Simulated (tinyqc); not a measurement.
Raman shift of the zone-centre optical phonon of a diamond-structure crystal under stress: one step, computed by the program tinyqc. Command: `OMP_NUM_THREADS=1 python tinyqc.py 3027013 3027014 out.jsonl ramanstress walk`. One thread of a shared host (Intel(R) Xeon(R) Processor @ 2.30GHz), about 0.01 s of CPU time with the checks.

Axes x, y, z are the cube axes. Strain shifts the threefold optical mode and can split it; p, q and r are the phonon deformation potentials.

Problem. Secular matrix and shifts. Secular matrix: M_xx = p eps_xx + q (eps_yy + eps_zz), M_xy = 2 r eps_xy; its eigenvalues are omega^2 - omega_0^2, and the shifts are these over 2 omega_0.

Inputs (values chosen for the exercise, modelled on silicon):
```
quantity,value,unit
unstrained frequency omega_0,520.8,1/cm
p/omega_0^2,-1.87,-
q/omega_0^2,-2.42,-
r/omega_0^2,-0.718,-
```

Stress state: hydrostatic. Axis: none.

strain (per mille):
```
,x,y,z
x,0.4436254,0.0000000,0.0000000
y,0.0000000,0.4436254,0.0000000
z,0.0000000,0.0000000,0.4436254
```

Give: M/(2 omega_0); shifts, in rising order.

Solution.

M/(2 omega_0) (1/cm):
```
,x,y,z
x,-0.7751,0.0000,0.0000
y,0.0000,-0.7751,0.0000
z,0.0000,0.0000,-0.7751
```

shifts, in rising order (1/cm): [-0.7751, -0.7751, -0.7751]
